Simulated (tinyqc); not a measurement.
Inside a calculation. Method: Hubbard ring of 6 sites. Computed by tinyqc, a small Python program that keeps every step. Settings: hopping = 1.2, U = 2.9, mixing = 0.5, iteration cap = 51. Command: `OMP_NUM_THREADS=1 python tinyqc.py 27875 27876 out.jsonl` (the two numbers bound the seeds that draw the settings). One thread of a shared host (Intel(R) Xeon(R) Processor @ 2.60GHz), about 0.2 s of CPU time with the checks. Later iterations appear only in the table of the cycle.

## Mean-field iteration 1

one-body matrix (hopping and site energies) (eV), lower triangle:
```
          1         2         3         4         5        6
1   0.00000
2  -1.20000   0.00000
3   0.00000  -1.20000   0.00000
4   0.00000   0.00000  -1.20000   0.00000
5   0.00000   0.00000   0.00000  -1.20000   0.00000
6  -1.20000   0.00000   0.00000   0.00000  -1.20000  0.00000
```

U = 2.90000 eV

electrons, up and down: 3  3

mixing = 0.50000

n(up) at the start (a guess, not normalised): 1 0.55000, 2 0.45000, 3 0.55000, 4 0.45000, 5 0.55000, 6 0.45000

n(down) at the start (a guess): 1 0.45000, 2 0.55000, 3 0.45000, 4 0.55000, 5 0.45000, 6 0.55000

H(up) = T + U n(down), H(down) = T + U n(up); fill the lowest levels; n(new) = n + mixing (n(out) - n); E = tr T (rho up + rho down) + U sum n_up n_down of the output.

levels, up (eV): -0.95438  0.24127  0.24127  2.65873  2.65873  3.85438

levels, down (eV): -0.95438  0.24127  0.24127  2.65873  2.65873  3.85438

energy = -5.25017 eV

n(up) after iteration 1: 1 0.55002, 2 0.44998, 3 0.55002, 4 0.44998, 5 0.55002, 6 0.44998

n(down) after iteration 1: 1 0.44998, 2 0.55002, 3 0.44998, 4 0.55002, 5 0.44998, 6 0.55002

## Mean-field iteration 2

As before.

levels, up (eV): -0.95438  0.24126  0.24126  2.65874  2.65874  3.85438

levels, down (eV): -0.95438  0.24126  0.24126  2.65874  2.65874  3.85438

energy = -5.25017 eV

n(up) after iteration 2: 1 0.55004, 2 0.44996, 3 0.55004, 4 0.44996, 5 0.55004, 6 0.44996

n(down) after iteration 2: 1 0.44996, 2 0.55004, 3 0.44996, 4 0.55004, 5 0.44996, 6 0.55004

## Convergence

Each step fills the lowest levels of T + U n(other spin) and sets n(new) = n + mixing (n(out) - n); stop when output and input agree to 1e-8.

Course of the cycle:
```
iteration      E (eV)  largest |n(out) - n(in)|  mean |n_up - n_down|
1          -5.2501671                  3.80e-05               0.10008
2          -5.2501672                  3.78e-05               0.10011
3          -5.2501672                  3.76e-05               0.10015
4          -5.2501672                  3.74e-05               0.10019
5          -5.2501672                  3.72e-05               0.10023
6          -5.2501673                  3.70e-05               0.10026
7          -5.2501673                  3.67e-05               0.10030
8          -5.2501673                  3.65e-05               0.10033
9          -5.2501673                  3.63e-05               0.10037
10         -5.2501674                  3.61e-05               0.10041
11         -5.2501674                  3.59e-05               0.10044
...               ...                       ...                   ...
41         -5.2501679                  3.01e-05               0.10142
42         -5.2501680                  2.99e-05               0.10145
43         -5.2501680                  2.97e-05               0.10148
44         -5.2501680                  2.95e-05               0.10151
45         -5.2501680                  2.93e-05               0.10154
46         -5.2501680                  2.92e-05               0.10157
47         -5.2501680                  2.90e-05               0.10160
48         -5.2501680                  2.88e-05               0.10162
49         -5.2501681                  2.86e-05               0.10165
50         -5.2501681                  2.85e-05               0.10168
51         -5.2501681                  2.83e-05               0.10171
```

Not converged within 51 iterations: the residual falls steadily but slowly, by a factor of about 0.99 a step. The lowest mean-field energy found from random starts is -5.25017 eV. Reruns (cap 100 unless said): mixing 0.2: not converged; mixing 0.9: not converged; the original settings with a cap of 400: not converged.

## Exact diagonalisation (400 states)

Lowest levels of the sector, and the double occupancy of the lowest state.

lowest levels (eV): -5.97155  -4.55620  -4.09632  -4.08729  -4.08729  -3.42331

double occupancy per site = 0.16570

## The lowest level by Lanczos steps

From a random start vector (not printed): a_j = <q_j|H|q_j>, b_j = norm of the remainder after orthogonalising; the Ritz value is the lowest eigenvalue of the tridiagonal matrix of a and b so far.

Lanczos:
```
j   a_j (eV)  b_j (eV)  lowest Ritz value (eV)
1    1.54490   5.43592               1.5449017
2    1.46598   5.04756              -3.9306188
3    4.09228   4.99164              -5.4385475
4    5.75299   5.10174              -5.8247489
5    5.50344   4.70164              -5.9358043
6    6.20916   4.58133              -5.9631977
7    6.03824   4.72420              -5.9691110
8    4.49615   4.64143              -5.9707356
9    4.60263   4.69266              -5.9712714
10   4.78489   4.49338              -5.9714571
```
